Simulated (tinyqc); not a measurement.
Tunnelling through a two-layer gate stack, WKB transmission and Tsu-Esaki current: two steps of the calculation.

Electrons leave the emitter at x = 0. Energies E (motion across the layers) are in eV from the emitter Fermi level; the collector Fermi level lies at -V and offers states at every E. No charge in the dielectric and no image force: F1 = V/(t1 + t2 eps1/eps2), F2 = F1 eps1/eps2; U = phi1 - F1 x in layer 1 and phi2 - F1 t1 - F2 (x - t1) in layer 2. With C = hbar^2/(2 m0), kappa = sqrt(m (U - E)/C) where U > E and 0 elsewhere; T(E) = exp(-S), S = 2 times the integral of kappa over x.

Parameters, values chosen for the exercise; layer 1 close to aluminium oxide, layer 2 close to hafnium oxide: barrier of layer 1 above the emitter Fermi level at zero bias phi1 = 2.48 eV; tunnelling mass of layer 1 m1 = 0.4 m0; thickness of layer 1 t1 = 0.6 nm; relative permittivity of layer 1 eps1 = 9.37; barrier of layer 2 at zero bias phi2 = 1.57 eV; tunnelling mass of layer 2 m2 = 0.21 m0; thickness of layer 2 t2 = 3.6 nm; relative permittivity of layer 2 eps2 = 22.1; voltage across the dielectric V = 0.7 V; energy of the electron followed E = -0.1 eV; cells in each layer nc = 4.

Constants: q = 1.602176634e-19 C, hbar = 1.054571817e-34 J s, m0 = 9.1093837015e-31 kg, hbar^2/(2 m0) = 0.0380998212 eV nm^2. Results are converted to the units shown.

Problem 1. Fields and band edges. F1 = V/(t1 + t2 eps1/eps2), F2 = F1 eps1/eps2; U = phi1 - F1 x in layer 1 and phi2 - F1 t1 - F2 (x - t1) in layer 2. EOT = 3.9 (t1/eps1 + t2/eps2).

Wanted: F1; F2; U at the end of layer 1; U at the start of layer 2; U at the end of layer 2; EOT.

Solution 1.

F1 = 3.292 MV/cm
F2 = 1.396 MV/cm
U at the end of layer 1 = 2.282 eV
U at the start of layer 2 = 1.372 eV
U at the end of layer 2 = 0.8700 eV
EOT = 0.8850 nm

Problem 2. WKB exponent by the midpoint rule. Cut each layer into nc equal cells, take U and kappa at the cell centres, and sum S = 2 sum kappa h.

Give: x; U; kappa; S; T(E).

Solution 2.

```
cell	x (nm)	U (eV)	kappa (1/nm)
0	0.075	2.455	5.180
1	0.225	2.406	5.129
2	0.375	2.357	5.078
3	0.525	2.307	5.027
4	1.050	1.310	2.787
5	1.950	1.184	2.660
6	2.850	1.058	2.527
7	3.750	0.933	2.386
```

S = 24.77
T(E) = 1.742e-11

Program tinyqc, `OMP_NUM_THREADS=1 python tinyqc.py 2540164 2540165 out.jsonl`; Intel Xeon 2.30GHz, shared host, one thread, about 0.06 s.
